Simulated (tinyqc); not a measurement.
Adding salt: a particle near a wafer in liquid: double-layer and van der Waals forces (DLVO), deposition barrier and removal. Computed by tinyqc, a small Python program. Command: `OMP_NUM_THREADS=1 python tinyqc.py 3110432 3110433 out.jsonl dlvo walk`. One thread of a shared host (Intel(R) Xeon(R) Processor @ 2.30GHz), about 0.01 s of CPU time with the checks.

Sphere and flat wall, Derjaguin approximation, constant potentials in the linear-superposition form, no retardation and no hydration force.

Inputs (values chosen for the exercise, of the order of those for silica on silicon in water):
```
quantity,value,unit
particle radius R,46,nm
Hamaker constant A,1.3e-20,J
potential of the particle psi_1,-60,mV
potential of the wafer psi_2,-40,mV
salt concentration c,0.025,mol/L
valence z of the symmetric salt,1,-
temperature T,293,K
dielectric constant of the liquid,80.2,-
```

Constants: e = 1.602176634e-19 C; N_A = 6.02214076e+23 1/mol; eps_0 = 8.8541878128e-12 F/m; k_B = 1.380649e-23 J/K; k_B = 8.617333262e-05 eV/K.

Method:
- kappa^2 = 2 z^2 e^2 N_A (1000 c)/(eps eps_0 k_B T); gamma_i = tanh(z e psi_i/(4 k_B T)); Z = 64 pi eps eps_0 (k_B T/(z e))^2 gamma_1 gamma_2.
- The barrier height is zero when U = 0 and F = 0 together: kappa h = 1 and kappa = 6 Z/(e A), e = 2.718282 here; c follows from kappa^2, with the potentials held fixed.
- U(h) = Z R exp(-kappa h) - A R/(6 h); F(h) = -dU/dh = kappa Z R exp(-kappa h) - A R/(6 h^2), positive for repulsion.
- F = 0 reads x^2 exp(-x) = y with x = kappa h and y = A kappa/(6 Z); the left side peaks at x = 2 with 4/e^2 = 0.5413, so roots exist for smaller y: x < 2 is the barrier, x > 2 the secondary minimum.
- kappa scales as sqrt(c); potentials are held fixed. A dash marks rows without a maximum.

critical concentration = 0.893384 mol/L

kappa = 0.518721 1/nm

Z = 18.2629 pN

Against the concentration:
```
c (mol/L),Debye length (nm),barrier at (nm),barrier (k_B T),minimum at (nm),minimum (k_B T)
8.93e-05,32.256,2.0184,182.87,3.3102e+02,-6.7176e-02
8.93e-04,10.200,1.1647,164.11,8.9810e+01,-2.4317e-01
8.93e-03,3.226,0.6883,131.97,2.3451e+01,-9.0608e-01
4.47e-02,1.442,0.4902,97.55,8.8247e+00,-2.3358e+00
1.79e-01,0.720,0.3808,57.71,3.6295e+00,-5.4407e+00
4.47e-01,0.456,0.3363,26.06,1.9291e+00,-9.7533e+00
8.04e-01,0.340,0.3229,4.03,1.2349e+00,-1.4459e+01
1.34e+00,0.263,0.3320,-15.35,7.8561e-01,-2.0850e+01
2.68e+00,0.186,-,-,-,-
```

What does the comparison show, and why?

At low salt the barrier tends to Z R = 208 k_B T; it is half of that between 0.0089 and 0.045 mol/L and changes sign at 0.89 mol/L, while the secondary minimum deepens to -14 k_B T at 0.9 of that.

Extremes, crossings and ranges named in words are read from the listed rows.
